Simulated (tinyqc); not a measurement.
Straight dislocations in isotropic elasticity: fields, energies, partials, Peierls stress and walls: one step, computed by the program tinyqc.

The line runs along z, the glide plane is y = 0, and beta is the angle between b and the line (0 screw, 90 degrees edge): b_e = b sin(beta) along +x with the extra half plane at y > 0, b_s = b cos(beta). Stress is positive in tension.

Question. Strength from dislocations. Frank-Read source, averaged over the loop: tau = G b/(2 pi l) [(1 - nu/2)/(1 - nu)] ln(l/r0). Taylor hardening: tau = 0.3 G b sqrt(rho).

Inputs (values chosen for the exercise, for a model fcc or diamond crystal): shear modulus G = 42.5 GPa; Poisson ratio nu = 0.336; Burgers vector b = 2.463 angstrom; dislocation density rho = 8e+11 1/m^2; core radius r0/b = 0.5; source length l = 2600 nm.

Give: Frank-Read stress; Taylor stress.

Answer.

Frank-Read stress = 7.995 MPa

Taylor stress = 2.809 MPa

Caution: the source is longer than the mean dislocation spacing 1/sqrt(rho), so the forest would pin it into shorter segments and its stress is only formal.
